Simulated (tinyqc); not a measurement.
## Illuminated p-n diode, drift-diffusion by the Gummel loop with Scharfetter-Gummel fluxes: Solar-cell figures against the uniform generation rate

Abrupt junction at x = 0, p side from -Lp, n side to Ln, ohmic contacts. psi is counted from the intrinsic level; n = ni exp((psi - phin)/Vt), p = ni exp((phip - psi)/Vt). Contacts: p side psi = V - Vt ln(Na/ni), p = Na, n = ni^2/Na; n side psi = Vt ln(Nd/ni), n = Nd, p = ni^2/Nd. Constant mobilities, D = mu Vt, Boltzmann statistics, SRH recombination through a mid-gap level, U = (n p - ni^2)/(tp (n + ni) + tn (p + ni)). Current is positive from the p contact to the n contact.

ni = sqrt(Nc Nv) exp(-Eg/(2 Vt)), Eg in volts. Poisson and both continuity equations are solved self-consistently with Scharfetter-Gummel fluxes on a graded mesh of 500 nodes. Jsc = -J(0), collected share Jsc/(q G (Lp + Ln)), estimate q G [W + Le tanh(wp/2 Le) + Lh tanh(wn/2 Lh)] at V = 0 with Le = sqrt(Dn tn), Lh = sqrt(Dp tp), W, wp = Lp - xp and wn = Ln - xn from the depletion approximation; J(Voc) = 0; Vmp maximises -J V; FF = Pmax/(Jsc Voc).

Parameters, values chosen for the exercise; band and dielectric values close to those of indium phosphide:

| symbol | value | unit | meaning |
|---|---|---|---|
| T | 300 | K | temperature |
| Eg | 1.33 | eV | band gap |
| eps_r | 12.3 |  | relative permittivity |
| Nc | 5.6e17 | cm^-3 | conduction-band density of states at T |
| Nv | 1.11e19 | cm^-3 | valence-band density of states at T |
| Na | 4.5e15 | cm^-3 | acceptor density of the p side |
| Nd | 1.4e17 | cm^-3 | donor density of the n side |
| mun | 3300 | cm^2/(V s) | electron mobility |
| mup | 150 | cm^2/(V s) | hole mobility |
| tn | 2e-10 | s | SRH lifetime of electrons |
| tp | 8e-9 | s | SRH lifetime of holes |
| Lp | 1.8 | um | length of the p side |
| Ln | 0.83 | um | length of the n side |

Constants: q = 1.602176634e-19 C, kB = 1.380649e-23 J/K, Vt = kB T/q, eps0 = 8.8541878128e-14 F/cm where lengths are in cm. Results are converted to the units shown.

Result of one run:
```
Jsc (mA/cm^2)  collected share (%)  estimate of Jsc (mA/cm^2)  Voc (V)  Vmp (V)     FF  Pmax (mW/cm^2)
7.40                          58.5                       7.49    0.681    0.571  0.727            3.66
```

Which uniform generation rate G gave this result: 7e19, 3e20, 1e21, 5e21 or 2e22 cm^-3 s^-1?

G = 3e20 cm^-3 s^-1.

The whole series:
```
G (cm^-3 s^-1)  Jsc (mA/cm^2)  collected share (%)  estimate of Jsc (mA/cm^2)  Voc (V)  Vmp (V)     FF  Pmax (mW/cm^2)
7e19                     1.73                 58.5                       1.75    0.625    0.513  0.708           0.765
3e20                     7.40                 58.5                       7.49    0.681    0.571  0.727            3.66
1e21                     24.7                 58.5                       25.0    0.722    0.616  0.740            13.2
5e21                      123                 58.6                        125    0.772    0.670  0.753            71.7
2e22                      494                 58.6                        499    0.812    0.712  0.760             305
```

As G rises from 7e19 to 2e22, the collected share stays near 58.6 %, Voc rises from 0.625 to 0.812 V and FF rises from 0.708 to 0.760. The estimate of Jsc is within 1.2 % in all rows. Voc gains 75.9 mV a decade of Jsc, an ideality of 1.27.

tinyqc, about 1 s, one thread, Intel Xeon 2.30GHz (shared host): `OMP_NUM_THREADS=1 python tinyqc.py 2240118 2240119 out.jsonl`
